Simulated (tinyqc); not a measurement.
Cluster expansion of a binary alloy: correlations, fit, cross-validation and ground states: one step, computed by the program tinyqc. Command: `OMP_NUM_THREADS=1 python tinyqc.py 3016398 3016399 out.jsonl clex walk`. One thread of a shared host (Intel(R) Xeon(R) Processor @ 2.30GHz), about 0.05 s of CPU time with the checks.

s = +1 for A and -1 for B. Energy per site E = J0 + J1 P(point) + sum over clusters of m V P, with P the mean product of spins; V > 0 on a pair favours unlike neighbours. Clusters per site m: pair 1 2, pair 2 2, pair 3 2, triplet 4; the triplet is two first-neighbour bonds at a right angle. Formation energies are counted from the line between pure A and pure B, which removes J0 and J1.

Task: Formation energies. Exact: X V with V = (V1, V2, V3, Vt). The data to fit add the noise amplitude times the normal numbers, standing for what the clusters leave out.

Inputs (values chosen for the exercise, for a model alloy):
```
quantity                    value      unit
first-pair interaction V1      18       meV
second-pair interaction V2      7       meV
third-pair interaction V3    -2.5       meV
triplet interaction Vt        2.8       meV
noise amplitude               6.1  meV/site
```

Lattice: square.

X:
```
                      pair 1     pair 2     pair 3    triplet
A                   0.000000   0.000000   0.000000   0.000000
A3B p(2x2)         -2.000000  -2.000000   0.000000  -4.000000
A3B c(4x2)         -2.000000  -2.000000  -1.000000  -4.000000
A2B diagonal rows  -2.666667  -1.333333  -2.666667  -2.666667
A2B rows           -1.333333  -2.666667  -1.333333   0.000000
AB c(2x2)          -4.000000   0.000000   0.000000   0.000000
AB p(2x1)          -2.000000  -4.000000   0.000000   0.000000
A2B2 rows          -1.000000  -2.000000  -2.000000   0.000000
AB2 diagonal rows  -2.666667  -1.333333  -2.666667   2.666667
AB2 rows           -1.333333  -2.666667  -1.333333   0.000000
AB3 p(2x2)         -2.000000  -2.000000   0.000000   4.000000
AB3 c(4x2)         -2.000000  -2.000000  -1.000000   4.000000
B                   0.000000   0.000000   0.000000   0.000000
```

standard normal numbers for the noise (0 for the pure ends): A 0.000, A3B p(2x2) 0.276, A3B c(4x2) -1.855, A2B diagonal rows 0.624, A2B rows 1.145, AB c(2x2) 1.037, AB p(2x1) 1.887, A2B2 rows -0.112, AB2 diagonal rows -0.362, AB2 rows 0.149, AB3 p(2x2) -0.438, AB3 c(4x2) 2.171, B 0.000

Give: exact energies; data.

Result:

exact energies (meV/site): A 0.00, A3B p(2x2) -61.20, A3B c(4x2) -58.70, A2B diagonal rows -58.13, A2B rows -39.33, AB c(2x2) -72.00, AB p(2x1) -64.00, A2B2 rows -27.00, AB2 diagonal rows -43.20, AB2 rows -39.33, AB3 p(2x2) -38.80, AB3 c(4x2) -36.30, B 0.00

data (meV/site): A 0.00, A3B p(2x2) -59.52, A3B c(4x2) -70.02, A2B diagonal rows -54.33, A2B rows -32.35, AB c(2x2) -65.67, AB p(2x1) -52.49, A2B2 rows -27.68, AB2 diagonal rows -45.41, AB2 rows -38.42, AB3 p(2x2) -41.47, AB3 c(4x2) -23.06, B 0.00
